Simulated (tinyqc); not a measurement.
Mesh size and shift: special k points of the fcc lattice.

Lattice vectors in units of a: a1 = (0, 1/2, 1/2), a2 = (1/2, 0, 1/2), a3 = (1/2, 1/2, 0); reciprocal vectors b_i with a_i . b_j = 2 pi delta_ij. Mesh: k = sum_i f_i b_i with f_i = (2 j_i + shift)/(2 N), j_i = 0 .. N-1. The point group of the lattice has 48 operations; only those that map the mesh onto itself are used.

A_m(k) = sum over the m-th star of lattice vectors R of cos(k . R), stars in order of length: m = 1: |R|^2 = 0.5, 12 vectors, such as (1, 0, 0) in the basis a_i; m = 2: |R|^2 = 1, 6 vectors, such as (1, 1, -1) in the basis a_i; m = 3: |R|^2 = 1.5, 24 vectors, such as (2, 0, -1) in the basis a_i; m = 4: |R|^2 = 2, 12 vectors, such as (2, 0, 0) in the basis a_i; m = 5: |R|^2 = 2.5, 24 vectors, such as (2, 1, -1) in the basis a_i; m = 6: |R|^2 = 3, 8 vectors, such as (3, -1, -1) in the basis a_i. The zone mean of every A_m is zero.

Test function, the lower band of a two-band insulator: E(k) = -sqrt(D^2 + (e0 - t A_1(k))^2).

Inputs chosen for the exercise:

| symbol | value | unit | meaning |
|---|---|---|---|
| D | 1.17 | eV | half gap term |
| t | 0.24 | eV | coupling |
| e0 | 1.71 | eV | offset |

Errors of the mean of E against the unshifted mesh with N = 24. The fifth column is |R|^2 of the shortest star with a non-zero mean.

Meshes:

| mesh | points | irreducible | operations | \|R\|^2 missed | error (meV) |
|---|---|---|---|---|---|
| 1 Gamma | 1 | 1 | 48 | 0.50 | 513.377 |
| 1 shifted | 1 | 1 | 12 | 1.00 | 96.051 |
| 2 Gamma | 8 | 3 | 48 | 2.00 | -167.962 |
| 2 shifted | 8 | 2 | 12 | 4.00 | 5.613 |
| 3 Gamma | 27 | 4 | 48 | 4.50 | -6.494 |
| 3 shifted | 27 | 6 | 12 | 9.00 | -1.277 |
| 4 Gamma | 64 | 8 | 48 | 8.00 | 2.742 |
| 4 shifted | 64 | 10 | 12 | 16.00 | 0.189 |
| 5 Gamma | 125 | 10 | 48 | 12.50 | 0.037 |
| 5 shifted | 125 | 19 | 12 | >16 | -0.019 |
| 6 Gamma | 216 | 16 | 48 | >16 | -0.160 |
| 6 shifted | 216 | 28 | 12 | >16 | 0.000 |

reference mean = -2.16801 eV

What can be read from this table?

The shifted mesh has the smaller error for 6 of 6 values of N and the larger for 0. The cheapest mesh within 1 meV is 4 shifted and 5 Gamma, with 10 irreducible points. A mesh misses the lattice vectors N (n1 a1 + n2 a2 + ...); the half shift gives each the sign (-1)^(n1 + n2 + ...), so the 12 shortest ones add up to 0 in place of 12: they cancel. The shift lowers the symmetry; it leaves more irreducible points for N = 3, 4, 5 and 6; it leaves fewer irreducible points for N = 2.

Computed by tinyqc, a small Python program: `OMP_NUM_THREADS=1 python tinyqc.py 1650894 1650895 out.jsonl` (the numbers bound the seed that draws the inputs); one thread of a shared host (Intel(R) Xeon(R) Processor @ 2.30GHz), about 0.1 s for the whole set of steps.
